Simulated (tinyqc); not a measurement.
A ladder of methods, and size consistency: correlation methods against full CI in the 6-31g basis, for H4, spin multiplicity 1. Computed by the program tinyqc with PySCF. All electrons correlated; +Q is the Davidson correction (1 - c0^2) E_corr. The last columns treat two copies 100 angstrom apart as one system. FCI is the lowest singlet.

Geometry (angstrom):
```
atom,x,y,z
H,0.0000,0.0000,0.0000
H,0.0000,0.0000,0.9920
H,0.0000,0.0000,1.9500
H,0.0000,0.0000,2.9420
```

RHF energy of one = -2.158172 hartree

Correlation energies (hartree):
```
method,E_corr of one,share of FCI (%),E_corr of two at 100 angstrom,two minus twice one (mhartree)
MP2,-0.04316,66.464,-0.08633,0.000
CISD,-0.06347,97.733,-0.12063,6.314
CISD+Q,-0.06703,103.211,-0.13188,2.176
CCSD,-0.06459,99.449,-0.12917,0.000
CCSD(T),-0.06491,99.940,-0.12981,0.000
FCI,-0.06494,100.000,-,-
```

What does the comparison show, and why?

MP2 recovers 66 %, CISD 97.7 % and CCSD 99.4 % of the FCI value (c0^2 = 0.944 in CISD). MP2 and coupled cluster are size consistent, so their last column vanishes; CISD loses 6.31 mhartree, since a double excitation on each copy is a quadruple of the pair, and the Davidson correction leaves +2.18.
